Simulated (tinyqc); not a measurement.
Thin-body transistor below threshold, two-dimensional Poisson equation on a small mesh: one step of the calculation.

A thin body on a thick buried insulator of low permittivity, taken as carrying no normal field at the bottom of the body (row 0). Mobile charge is neglected (subthreshold), the body is fully depleted, and potentials are counted from the intrinsic level; rows run upward to the gate, columns from source to drain.

Problem. Jacobi sweep. Free nodes: rows 0..2, columns 1..4, taken row by row from row 0, left to right. t = (up psi(above) + dn psi(below) + lat [psi(left) + psi(right)] + s)/(up + dn + 2 lat), with all neighbours from the previous sweep; psi(new) = t.

psi after iteration 1 (V):
```
               j=0          j=1          j=2          j=3          j=4          j=5
row 0   0.49000000   0.04900000   0.00000000   0.00000000   0.05400000   0.54000000
row 1   0.49000000   0.04900000   0.00000000   0.00000000   0.05400000   0.54000000
row 2   0.49000000  -0.00927928  -0.08437865  -0.08437865  -0.00161608   0.54000000
row 3  -0.21000000  -0.21000000  -0.21000000  -0.21000000  -0.21000000  -0.21000000
```

```
row         up    dn        lat  s (V)
0         23.8     0      2.975      0
1         23.8  23.8       5.95      0
2    32.786885  23.8  12.506250      0
```

Give: psi after iteration 2.

Solution.

psi after iteration 2 (V):
```
           j=0      j=1      j=2      j=3      j=4      j=5
row 0   0.4900   0.0882   0.0049   0.0054   0.0972   0.5400
row 1   0.4900   0.0649  -0.0289  -0.0284   0.0750   0.5400
row 2   0.4900  -0.0079  -0.0987  -0.0976   0.0012   0.5400
row 3  -0.2100  -0.2100  -0.2100  -0.2100  -0.2100  -0.2100
```

Program tinyqc, `OMP_NUM_THREADS=1 python tinyqc.py 2480041 2480042 out.jsonl`; Intel Xeon 2.30GHz, shared host, one thread, about 0.09 s.
